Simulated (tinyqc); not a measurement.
Which current rules in forward bias: trap-assisted generation and recombination current of an abrupt junction. Computed by tinyqc, a small Python program. Command: `OMP_NUM_THREADS=1 python tinyqc.py 3021506 3021507 out.jsonl junctionleak walk`. One thread of a shared host (Intel(R) Xeon(R) Processor @ 2.30GHz), about 0.01 s of CPU time with the checks.

Depletion approximation, flat quasi-Fermi levels across the depleted layer, long neutral regions with minority lifetimes tau_n and tau_p, full ionisation and Boltzmann statistics. Voltages in exponents stand for e V.

Inputs (values chosen for the exercise, with bands and screening modelled on GaSb):

| quantity | value | unit |
|---|---|---|
| gap E_g | 0.733 | eV |
| electron mass m_e | 0.0404 | m_0 |
| valleys M_c | 1 | - |
| hole mass m_h | 0.386 | m_0 |
| dielectric constant eps | 15.2 | - |
| acceptor density N_A | 1.8e+16 | cm^-3 |
| donor density N_D | 6.2e+18 | cm^-3 |
| capture time tau_n | 5.9e-06 | s |
| capture time tau_p | 1.8e-05 | s |
| trap level E_t - E_i | 0 | eV |
| electron diffusion coefficient D_n | 38 | cm^2/s |
| hole diffusion coefficient D_p | 1.3 | cm^2/s |
| temperature T | 300 | K |

Field enhancement: none.

Constants: k_B = 8.617333262e-05 eV/K; m_0 = 9.1093837015e-31 kg; k_B = 1.380649e-23 J/K; h = 6.62607015e-34 J s; e = 1.602176634e-19 C; eps_0 = 8.8541878128e-12 F/m.

Method:
- N_c = 2 M_c (2 pi m_e k_B T/h^2)^(3/2) and N_v = 2 (2 pi m_h k_B T/h^2)^(3/2), masses in units of m_0.
- n_i = sqrt(N_c N_v) exp(-E_g/2 k_B T); V_bi = (k_B T/e) ln(N_A N_D/n_i^2); diffusion saturation current J_d0 = e n_i^2 [sqrt(D_n/tau_n)/N_A + sqrt(D_p/tau_p)/N_D].
- W = sqrt(2 eps eps_0 (V_bi - V)(1/N_A + 1/N_D)/e), x_p = W N_D/(N_A + N_D), x_n = W - x_p, peak field F_m = 2 (V_bi - V)/W; reverse bias means V = -V_r.
- Potential from the p edge: phi = (V_bi - V) x^2/(x_p W) on the p side and (V_bi - V)[1 - (W - x)^2/(x_n W)] on the n side; p = N_A exp(-phi/k_B T), n = n_i^2 exp(V/k_B T)/p; U = (n p - n_i^2)/[tau_p (n + n_i exp(dE/k_B T)) + tau_n (p + n_i exp(-dE/k_B T))], dE = E_t - E_i, n1 = n_i exp(dE/k_B T), p1 = n_i exp(-dE/k_B T); J_t = e int U dx by the trapezoid rule on 400 intervals on each side.
- J_d = J_d0 (exp(V/k_B T) - 1). Ideality n = (e/k_B T) dV/d ln J, central difference of 1 mV. The rows stop just below the bias where n = 0.1 p or tau_p n = 0.1 tau_n p at the p edge, or the like at the n edge.

k_B T = 0.0258520 eV

n_i = 7.71560e+11 cm^-3

J_d0 = 1.34517e-08 A/cm^2

Forward characteristic:

| V (V) | J_t (A/cm^2) | J_d (A/cm^2) | ideality of J_t | ideality of the sum |
|---|---|---|---|---|
| 0.09 | 8.3203e-08 | 4.2378e-07 | 1.6111 | 1.0370 |
| 0.13 | 2.0807e-07 | 2.0409e-06 | 1.7441 | 1.0346 |
| 0.18 | 6.1935e-07 | 1.4198e-05 | 1.7887 | 1.0178 |
| 0.23 | 1.8282e-06 | 9.8298e-05 | 1.7792 | 1.0079 |
| 0.28 | 5.4746e-06 | 6.8008e-04 | 1.7451 | 1.0034 |
| 0.33 | 1.6813e-05 | 4.7047e-03 | 1.7028 | 1.0015 |
| 0.38 | 5.2849e-05 | 3.2546e-02 | 1.6837 | 1.0007 |
| 0.43 | 1.6242e-04 | 2.2514e-01 | 1.8113 | 1.0003 |

What does the comparison show, and why?

Diffusion rules over the whole range. The ideality of J_t alone lies between 1.61 and 1.81; it stays below 2 because the zone where n and p are alike widens as the field falls, and at the lowest bias the terms in n1 and p1 lower it too. Caution: one side is doped near or above its effective density of states, so Boltzmann statistics understate V_bi.

Extremes, crossings and ranges named in words are read from the listed rows.
